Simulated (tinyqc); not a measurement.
Which current rules in forward bias: trap-assisted generation and recombination current of an abrupt junction. Computed by tinyqc, a small Python program. Command: `OMP_NUM_THREADS=1 python tinyqc.py 3025947 3025948 out.jsonl junctionleak walk`. One thread of a shared host (Intel(R) Xeon(R) Processor @ 2.30GHz), about 0.02 s of CPU time with the checks.

Depletion approximation, flat quasi-Fermi levels across the depleted layer, long neutral regions with minority lifetimes tau_n and tau_p, full ionisation and Boltzmann statistics. Voltages in exponents stand for e V.

Inputs (values chosen for the exercise, with bands and screening modelled on InP):
```
quantity,value,unit
gap E_g,1.33,eV
electron mass m_e,0.0781,m_0
valleys M_c,1,-
hole mass m_h,0.617,m_0
dielectric constant eps,12.8,-
acceptor density N_A,9.6e+15,cm^-3
donor density N_D,4.2e+17,cm^-3
capture time tau_n,1e-07,s
capture time tau_p,1e-05,s
trap level E_t - E_i,0,eV
electron diffusion coefficient D_n,5.6,cm^2/s
hole diffusion coefficient D_p,9.4,cm^2/s
temperature T,450,K
tunnelling mass m_t,0.17,m_0
```

Field enhancement: Hurkx tunnelling factor.

Constants: k_B = 8.617333262e-05 eV/K; m_0 = 9.1093837015e-31 kg; k_B = 1.380649e-23 J/K; h = 6.62607015e-34 J s; e = 1.602176634e-19 C; eps_0 = 8.8541878128e-12 F/m; hbar = 1.054571817e-34 J s.

Method:
- N_c = 2 M_c (2 pi m_e k_B T/h^2)^(3/2) and N_v = 2 (2 pi m_h k_B T/h^2)^(3/2), masses in units of m_0.
- n_i = sqrt(N_c N_v) exp(-E_g/2 k_B T); V_bi = (k_B T/e) ln(N_A N_D/n_i^2); diffusion saturation current J_d0 = e n_i^2 [sqrt(D_n/tau_n)/N_A + sqrt(D_p/tau_p)/N_D].
- W = sqrt(2 eps eps_0 (V_bi - V)(1/N_A + 1/N_D)/e), x_p = W N_D/(N_A + N_D), x_n = W - x_p, peak field F_m = 2 (V_bi - V)/W; reverse bias means V = -V_r.
- Both capture times are divided by 1 + Gamma, Gamma = 2 sqrt(3 pi) (F/F_G) exp((F/F_G)^2), F_G = sqrt(24 m_t (k_B T)^3)/(e hbar) (the low-field Hurkx form), F being the local field, linear in x from 0 at the edges to F_m.
- Potential from the p edge: phi = (V_bi - V) x^2/(x_p W) on the p side and (V_bi - V)[1 - (W - x)^2/(x_n W)] on the n side; p = N_A exp(-phi/k_B T), n = n_i^2 exp(V/k_B T)/p; U = (n p - n_i^2)/[tau_p (n + n_i exp(dE/k_B T)) + tau_n (p + n_i exp(-dE/k_B T))], dE = E_t - E_i, n1 = n_i exp(dE/k_B T), p1 = n_i exp(-dE/k_B T); J_t = e int U dx by the trapezoid rule on 400 intervals on each side.
- J_d = J_d0 (exp(V/k_B T) - 1). Ideality n = (e/k_B T) dV/d ln J, central difference of 1 mV. The rows stop just below the bias where n = 0.1 p or tau_p n = 0.1 tau_n p at the p edge, or the like at the n edge.

k_B T = 0.0387780 eV

n_i = 1.69137e+11 cm^-3

J_d0 = 3.58340e-09 A/cm^2

Forward characteristic:
```
V (V),J_t (A/cm^2),J_d (A/cm^2),ideality of J_t,ideality of the sum
0.12,2.2433e-07,7.5527e-08,1.3353,1.2135
0.18,6.5684e-07,3.6813e-07,1.5345,1.2816
0.25,2.0143e-06,2.2567e-06,1.6749,1.2334
0.31,4.9855e-06,1.0617e-05,1.7311,1.1557
0.38,1.4066e-05,6.4578e-05,1.7423,1.0824
0.44,3.4291e-05,3.0344e-04,1.7291,1.0447
0.51,9.7654e-05,1.8452e-03,1.7286,1.0216
0.58,2.7011e-04,1.1220e-02,1.8674,1.0110
```

What follows from these numbers?

Diffusion overtakes recombination between 0.18 and 0.25 V, and the ideality of the sum goes from 1.21 to 1.01, with a maximum of 1.28 at 0.18 V. The ideality of J_t alone lies between 1.34 and 1.87. Caution: one side is doped near or above its effective density of states, so Boltzmann statistics understate V_bi.

Extremes, crossings and ranges named in words are read from the listed rows.
